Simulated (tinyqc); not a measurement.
Hueckel theory of the pi electrons with the omega technique, for the molecule C=C1C=CC=CC(C=O)=C1 (SMILES; centres numbered as the heavy atoms are written), step by step. One step of it, computed by the program tinyqc.

Problem. Omega technique, round 2. h_r = h_r(0) + omega q_r, omega = 0.6, with q_r = z_r - P_rr; 0.7 of the old diagonal is kept.

Hueckel matrix in units of beta (H = alpha + beta A):
```
           1C        2C        3C        4C        5C        6C        7C        8C
1C   0.000000  1.000000  0.000000  0.000000  0.000000  0.000000  0.000000  0.000000
2C   1.000000  0.000000  1.000000  0.000000  0.000000  0.000000  0.000000  0.000000
3C   0.000000  1.000000  0.000000  1.000000  0.000000  0.000000  0.000000  0.000000
4C   0.000000  0.000000  1.000000  0.000000  1.000000  0.000000  0.000000  0.000000
5C   0.000000  0.000000  0.000000  1.000000  0.000000  1.000000  0.000000  0.000000
6C   0.000000  0.000000  0.000000  0.000000  1.000000  0.000000  1.000000  0.000000
7C   0.000000  0.000000  0.000000  0.000000  0.000000  1.000000  0.000000  1.000000
8C   0.000000  0.000000  0.000000  0.000000  0.000000  0.000000  1.000000  0.000000
9O   0.000000  0.000000  0.000000  0.000000  0.000000  0.000000  0.000000  1.000000
10C  0.000000  1.000000  0.000000  0.000000  0.000000  0.000000  1.000000  0.000000

           9O       10C
1C   0.000000  0.000000
2C   0.000000  1.000000
3C   0.000000  0.000000
4C   0.000000  0.000000
5C   0.000000  0.000000
6C   0.000000  0.000000
7C   0.000000  1.000000
8C   1.000000  0.000000
9O   1.000000  0.000000
10C  0.000000  0.000000
```

charge and bond-order matrix P:
```
            1C         2C         3C         4C         5C         6C         7C         8C
1C    1.146952   0.758055  -0.164210  -0.320300   0.202139   0.237138  -0.286563  -0.200350
2C    0.758055   0.991884   0.431676   0.026438  -0.076286  -0.075053   0.013180  -0.070591
3C   -0.164210   0.431676   0.957698   0.780173   0.042240  -0.340934  -0.072828   0.037347
4C   -0.320300   0.026438   0.780173   0.972609   0.515399   0.043614  -0.089366   0.009479
5C    0.202139  -0.076286   0.042240   0.515399   0.973026   0.767125   0.022220  -0.098366
6C    0.237138  -0.075053  -0.340934   0.043614   0.767125   0.955848   0.464888   0.032136
7C   -0.286563   0.013180  -0.072828  -0.089366   0.022220   0.464888   1.000629   0.460918
8C   -0.200350  -0.070591   0.037347   0.009479  -0.098366   0.032136   0.460918   0.719998
9O    0.233677   0.018303   0.009798   0.027849   0.024741  -0.103907  -0.085726   0.784557
10C  -0.015553   0.470424   0.226752  -0.104395  -0.293105   0.040170   0.684111   0.190547

            9O        10C
1C    0.233677  -0.015553
2C    0.018303   0.470424
3C    0.009798   0.226752
4C    0.027849  -0.104395
5C    0.024741  -0.293105
6C   -0.103907   0.040170
7C   -0.085726   0.684111
8C    0.784557   0.190547
9O    1.470504  -0.297536
10C  -0.297536   0.810853
```

Centres:
```
centre  z_r, pi electrons of the neutral centre         h
1C                                            1  0.000000
2C                                            1  0.000000
3C                                            1  0.000000
4C                                            1  0.000000
5C                                            1  0.000000
6C                                            1  0.000000
7C                                            1  0.000000
8C                                            1  0.000000
9O                                            1  1.000000
10C                                           1  0.000000
```

Give: matrix after round 2.

Solution.

matrix after round 2:
```
          1C      2C      3C      4C      5C      6C       7C      8C
1C   -0.0474  1.0000  0.0000  0.0000  0.0000  0.0000   0.0000  0.0000
2C    1.0000  0.0033  1.0000  0.0000  0.0000  0.0000   0.0000  0.0000
3C    0.0000  1.0000  0.0125  1.0000  0.0000  0.0000   0.0000  0.0000
4C    0.0000  0.0000  1.0000  0.0091  1.0000  0.0000   0.0000  0.0000
5C    0.0000  0.0000  0.0000  1.0000  0.0077  1.0000   0.0000  0.0000
6C    0.0000  0.0000  0.0000  0.0000  1.0000  0.0146   1.0000  0.0000
7C    0.0000  0.0000  0.0000  0.0000  0.0000  1.0000  -0.0014  1.0000
8C    0.0000  0.0000  0.0000  0.0000  0.0000  0.0000   1.0000  0.0913
9O    0.0000  0.0000  0.0000  0.0000  0.0000  0.0000   0.0000  1.0000
10C   0.0000  1.0000  0.0000  0.0000  0.0000  0.0000   1.0000  0.0000

         9O     10C
1C   0.0000  0.0000
2C   0.0000  1.0000
3C   0.0000  0.0000
4C   0.0000  0.0000
5C   0.0000  0.0000
6C   0.0000  0.0000
7C   0.0000  1.0000
8C   1.0000  0.0000
9O   0.8493  0.0000
10C  0.0000  0.0611
```
